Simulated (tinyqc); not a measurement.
Model-solid line-up of a strained alloy layer on a substrate: one step. Strained band edges. The numbers come from values chosen for the exercise (A near GaP, B near GaAs, substrate near GaAs).

Strained edges: Ec + ac tr(e); the valence edges are Ev plus the levels of the 6 x 6 matrix of X, Y, Z times spin with -Dso/3 + l exx + m (eyy + ezz) on the diagonal (cyclic), n exy off it, l = av + 2 b, m = av - b, n = sqrt(3) d. Spin-orbit term (Dso/3) L.sigma on X, Y, Z with (L_k)_ij = -i epsilon_kij: <X+|H|Y+> = -i Dso/3, <X+|H|Z-> = Dso/3, <Y+|H|Z-> = -i Dso/3, <Z+|H|X-> = -Dso/3, <Z+|H|Y-> = i Dso/3, <X-|H|Y-> = i Dso/3, and their conjugates; + and - are the spin along z.

Alloy at x (a in angstrom, C11, C12, C44 in GPa, all else in eV):
```
symbol       value
a         5.583300
Eg        1.960701
Dso       0.240910
Ev       -0.977600
ac       -7.462600
av        1.359800
b        -1.865700
d        -4.700400
C11     130.238000
C12      58.131000
C44      63.370000
```

strain tensor in the cubic axes:
```
            x           y            z
x  0.01391650  0.00000000   0.00000000
y  0.00000000  0.01391650   0.00000000
z  0.00000000  0.00000000  -0.01242310
```

Task: Give the hydrostatic shifts, the strain block and the edges.

Give: ac tr(e), av tr(e); strain block; Ec and the three valence edges from the top; strained gap.

Result:

ac tr(e), av tr(e) (eV): -0.1150  0.0210

strain block (eV):
```
         X        Y       Z
X  -0.0282        0       0
Y        0  -0.0282       0
Z        0        0  0.1192
```

Ec and the three valence edges from the top (eV): 0.8681  -0.8917  -1.0058  -1.2133

strained gap = 1.7598 eV

Strain moves the gap by -201 meV: -136 meV from the volume and -65 meV from the splitting of the valence edge, which always raises the top.

tinyqc: `OMP_NUM_THREADS=1 python tinyqc.py 1080715 1080716 out.jsonl`; about 0.02 s, one thread, shared Intel(R) Xeon(R) Processor @ 2.30GHz.
